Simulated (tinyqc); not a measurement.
Trap density from two Hall measurements.

Inverse problem. p-type body, charge-sheet picture, full ionisation (an idealisation for deep acceptors), Boltzmann statistics for free electrons. e = Ec - EF at the surface. psi = Eg - Vt ln(Nv/Na) - e; N_dep = sqrt(2 eps0 eps_r Na (psi - Vt)/q); n_f = sqrt(N_dep^2 + 2 eps0 eps_r Vt Nc exp(-e/Vt)/q) - N_dep; Vg = Vfb + psi + q (N_dep + n_t + n_f)/Cox, Cox = eps0 eox/tox. Find e and n_t at both points and the mean trap density between them.

Inputs (values chosen for the exercise); band and dielectric values close to those of 4H silicon carbide:
- T = 250 K (temperature)
- Eg = 3.28 eV (band gap)
- eps_r = 9.81 (relative permittivity)
- Nc = 1.27e19 cm^-3 (conduction-band density of states at T)
- Nv = 1.92e19 cm^-3 (valence-band density of states at T)
- eox = 3.9 (relative permittivity of the insulator)
- tox = 28 nm (insulator thickness)
- Na = 3.5e16 cm^-3 (acceptor density)
- Vfb = -2.85 V (flat-band voltage without trapped charge)

Constants: q = 1.602176634e-19 C, kB = 1.380649e-23 J/K, Vt = kB T/q, eps0 = 8.8541878128e-14 F/cm where lengths are in cm. Results are converted to the units shown.

Vg (V): 1.6438340  2.0581734
free sheet density from the Hall effect (cm^-2): 4.3907720e9  1.5164065e11

Solution. Each n_f fixes e; what the gate voltage holds beyond psi, N_dep and n_f is trapped; the difference quotient is the density, smeared over a few Vt.

e (eV): 0.124  0.0460
n_t (cm^-2): 6.32e10  1.61e11
mean trap density = 1.25e12 cm^-2 eV^-1

Numbers from tinyqc (`OMP_NUM_THREADS=1 python tinyqc.py 2222053 2222054 out.jsonl`; about 0.02 s on one thread of a shared Intel Xeon 2.30GHz).
